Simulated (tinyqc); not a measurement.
The flat edge band: zigzag graphene nanoribbon in tight binding.

A zigzag ribbon of N chains, sites A1, B1, A2, ..., BN across it. For each k it is a chain with bonds -2t cos(k/2) (A_n to B_n) and -t (B_n to A_(n+1)), and +D, -D on A and B. A1 and BN are the edge sites; the Dirac points project to k = 2 pi/3.

Inputs chosen for the exercise (out of a larger set: near those used for graphene; not measured data):
- t = 2.82 eV (hopping)
- D = 0 eV (sublattice potential, +D on A and -D on B)
- Nw = 18 (chains, N of this table)

A ribbon of N = Nw chains: lowest positive level, next level, and weight on the two edge sites per state of the middle pair, along k.

Along k:

| k/pi | 2 cos(k/2) | lowest level (eV) | next (eV) | edge weight |
|---|---|---|---|---|
| 0.50 | 1.4142 | 1.26871 | 1.5403 | 0.020 |
| 0.60 | 1.1756 | 0.63974 | 0.9934 | 0.042 |
| 0.65 | 1.0450 | 0.33110 | 0.7683 | 0.081 |
| 0.70 | 0.9080 | 0.09521 | 0.6780 | 0.200 |
| 0.75 | 0.7654 | 0.00949 | 0.8330 | 0.415 |
| 0.80 | 0.6180 | 0.00030 | 1.1568 | 0.618 |
| 0.85 | 0.4669 | 0.00000 | 1.5441 | 0.782 |
| 0.90 | 0.3129 | 0.00000 | 1.9581 | 0.902 |
| 0.95 | 0.1569 | 0.00000 | 2.3856 | 0.975 |
| 1.00 | 0.0000 | 0.00000 | 2.8200 | 1.000 |

Beyond k = 2 pi/3 the lowest level sinks towards zero: it is within 1 meV of that from k/pi = 0.80 on. The edge weight grows from 0.20 at 0.70 to 1 at pi, where the chain breaks into dimers and the next level is sqrt(t^2 + D^2) = 2.8200 eV. So flat a band is sensitive to interactions, which this model leaves out; they matter once they exceed the splitting of the middle pair (2D, or for D = 0 only the small overlap of the two edges).

Computed by tinyqc, a small Python program: `OMP_NUM_THREADS=1 python tinyqc.py 1482681 1482682 out.jsonl` (the numbers bound the seed that draws the inputs); one thread of a shared host (Intel(R) Xeon(R) Processor @ 2.30GHz), about 0.01 s for the whole set of steps.
